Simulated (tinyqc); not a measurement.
## Mobility, diffusion coefficient and lifetime from two collectors

Question. For an injected sheet in a field F the peak time tp at distance L obeys u^2 tp^2 + 2 D tp = L^2 with u^2 = v^2 + 4 D/tau, and the pulse area goes as exp(L (v - u)/(2 D)); v = mu F. Find u, D, mu and tau without using the Einstein relation.

Parameters, values chosen for the exercise:
- F = 43 V/cm (sweep field along the drift)

distances (um): 44  75
peak times (us): 0.0163834689  0.0291026009
ratio of the areas, far over near = 0.654281954

Answer. The two peak times give two linear equations for u^2 and D; the area ratio gives v - u, and u^2 - v^2 = 4 D/tau gives tau.

u = 2.43e5 cm/s
D = 107 cm^2/s
mu = 4.97e3 cm^2/(V s)
tau = 3.20e-8 s

Program tinyqc, `OMP_NUM_THREADS=1 python tinyqc.py 2310110 2310111 out.jsonl`; Intel Xeon 2.30GHz, shared host, one thread, about 0.01 s.
